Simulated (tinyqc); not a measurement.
# The Green function across the gap

Model: deep trap from a strong local potential in a two-band host (Koster-Slater model with semi-elliptic bands). Computed by tinyqc, a small Python program. Command: `OMP_NUM_THREADS=1 python tinyqc.py 3007589 3007590 out.jsonl deeptrap sweep`. One thread of a shared host (Intel(R) Xeon(R) Processor @ 2.30GHz), about 0.02 s of CPU time with the checks.

The valence band spans -2 W_v to 0 and the conduction band E_g to E_g + 2 W_c. The orbital at the impurity site has weight f_v in the valence band and 1 - f_v in the conduction band, each spread as a semi-ellipse (2/(pi W^2)) sqrt(W^2 - x^2) about the band centre. The impurity adds U to this orbital. Spin is left out.

Inputs (values chosen for the exercise, with a gap close to that of GaN):
```
quantity,value,unit
gap E_g,3.47,eV
half-width of the valence band W_v,5,eV
half-width of the conduction band W_c,4.7,eV
valence weight f_v of the site orbital,0.47,-
```

Impurity: repulsive, acceptor-like.

Method. In the gap G(E) = f_v (2/W_v^2)[x - sqrt(x^2 - W_v^2)] - (1 - f_v)(2/W_c^2)[y - sqrt(y^2 - W_c^2)], x = E + W_v, y = E_g + W_c - E. The potential that would put a level at E is U = 1/G(E).

One run for each value:
```
trial energy E (eV),G(E) (1/eV),valence part (1/eV),conduction part (1/eV)
0.139,0.07570,0.14859,-0.07289
0.494,0.04385,0.12096,-0.07712
0.848,0.02390,0.10584,-0.08194
1.200,0.00780,0.09528,-0.08748
1.560,-0.00717,0.08698,-0.09416
1.910,-0.02149,0.08048,-0.10197
2.270,-0.03706,0.07491,-0.11197
2.620,-0.05438,0.07031,-0.12468
2.980,-0.07721,0.06620,-0.14341
3.330,-0.11410,0.06270,-0.17679
```

Over the rows, G(E) (1/eV) falls from 0.0757 to -0.114; valence part (1/eV) falls from 0.149 to 0.0627 (exponent d ln y / d ln x -0.16 between the first rows and -0.49 between the last); conduction part (1/eV) falls from -0.0729 to -0.177 (exponent d ln y / d ln x 0.045 between the first rows and 1.9 between the last). G falls with E everywhere in the gap, so each U = 1/G gives at most one level there: repulsive where G > 0, attractive where G < 0. G vanishes between 1.20 and 1.56 eV, the vacancy level.

Extremes, crossings and ranges named in words are read from the listed rows.
